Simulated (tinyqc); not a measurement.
Scattering rates of a carrier in a spherical band by Fermi's golden rule. Changing the ionised impurity density N_I. Computed by tinyqc, a small Python program. Command: `OMP_NUM_THREADS=1 python tinyqc.py 3005356 3005357 out.jsonl scatter sweep`. One thread of a shared host (Intel(R) Xeon(R) Processor @ 2.30GHz), about 0.01 s of CPU time with the checks.

All processes here are isotropic or elastic, and the rate listed is the momentum relaxation rate.

Inputs (values chosen for the exercise, for a model non-polar semiconductor):
```
quantity                                            value       unit
density-of-states mass of one valley m               0.57        m_0
static permittivity eps_s                            7.94          -
density rho                                          3850     kg/m^3
sound velocity v_l                                   8040        m/s
acoustic deformation potential D_A                     10         eV
phonon energy hbar w                                 54.7        meV
optical or intervalley deformation potential D_o      9.2  1e8 eV/cm
final valleys Z_f                                       5          -
temperature T                                         100          K
carrier energy E                                       17        meV
neutral impurity density N_n                      4.1e+17     1/cm^3
```

Crystal: non-polar. Band: parabolic. Impurity formula: Conwell-Weisskopf. Further scattering: neutral impurities.

Constants: eps_0 = 8.8541878128e-12 F/m; e = 1.602176634e-19 C; m_0 = 9.1093837015e-31 kg; hbar = 1.054571817e-34 J s; k_B = 1.380649e-23 J/K; hbar = 6.582119569e-16 eV s; k_B = 8.617333262e-05 eV/K.

Method:
- Parabolic band: E = hbar^2 k^2/(2 m), speed v = hbar k/m, states per spin, volume and energy g(E) = m k/(2 pi^2 hbar^2). Masses are multiplied by m_0 and all formulas are in SI units.
- Singly charged impurities, momentum relaxation: 1/tau = N_I e^4 m (1 + 2 alpha E) Phi/(8 pi (eps_s eps_0)^2 hbar^3 k^3), with alpha = 0 for a parabolic band.
- Conwell-Weisskopf: Phi = ln(1 + y^2), y = 4 pi eps_s eps_0 E N_I^(-1/3)/e^2 (largest impact parameter N_I^(-1/3)/2).
- Phonon occupation N_q = 1/(exp(hbar w/(k_B T)) - 1).
- Acoustic deformation potential (elastic, equipartition, absorption and emission together): 1/tau = 2 pi k_B T D_A^2 g(E)/(hbar rho v_l^2).
- Optical or intervalley deformation potential: 1/tau = (pi Z_f D_o^2/(rho w)) [N_q g(E + hbar w) + (N_q + 1) g(E - hbar w)], with g = 0 below the band edge.
- Neutral impurities (Erginsoy): 1/tau = 20 N_n a_B hbar/m, a_B = 4 pi eps_s eps_0 hbar^2/(m e^2).
- Rates add: 1/tau_m is the sum, and the mean free path is v tau_m.

One run for each value; columns: (1) ionised impurity density N_I (1/cm^3); (2) ionised-impurity rate (1/s); (3) momentum relaxation time tau_m (fs); (4) mean free path (nm); (5) y:
```
(1)              (2)     (3)     (4)     (5)
1.00e+14  1.1011e+10  435.43  44.600  20.195
4.20e+14  3.8917e+10  430.20  44.064  12.517
1.80e+15  1.3515e+11  413.10  42.313   7.706
7.50e+15  4.3605e+11  367.43  37.635   4.789
3.20e+16  1.3324e+12  276.40  28.311   2.953
1.30e+17  3.5397e+12  171.67  17.583   1.850
5.60e+17  8.5107e+12   92.62   9.487   1.137
2.40e+18  1.7530e+13   50.47   5.169   0.700
1.00e+19  3.1745e+13   29.39   3.010   0.435
```

Describe and explain the trends.

Over the rows, ionised-impurity rate (1/s) rises from 1.10e10 to 3.17e13 (exponent d ln y / d ln x 0.88 between the first rows and 0.42 between the last); momentum relaxation time tau_m (fs) falls from 435 to 29.4 (exponent d ln y / d ln x -0.0084 between the first rows and -0.38 between the last); mean free path (nm) falls from 44.6 to 3.01 (exponent d ln y / d ln x -0.0084 between the first rows and -0.38 between the last). The impurity rate grows more slowly than N_I because Phi shrinks as the largest impact parameter does: the rate per impurity falls by a factor 34.7 over the table. It passes half of the total rate between 3.20e16 and 1.30e17 per cm^3.

Caution (all rows): Erginsoy's formula holds for k a_B below about 0.5 and for dopants that stay neutral, which means low temperature; elsewhere it is only a rough constant rate. Caution (rows 2.40e18, 1.00e19): hbar/tau is more than half the carrier energy, so the golden rule and a sharp energy lose their meaning.

Extremes, crossings and ranges named in words are read from the listed rows.
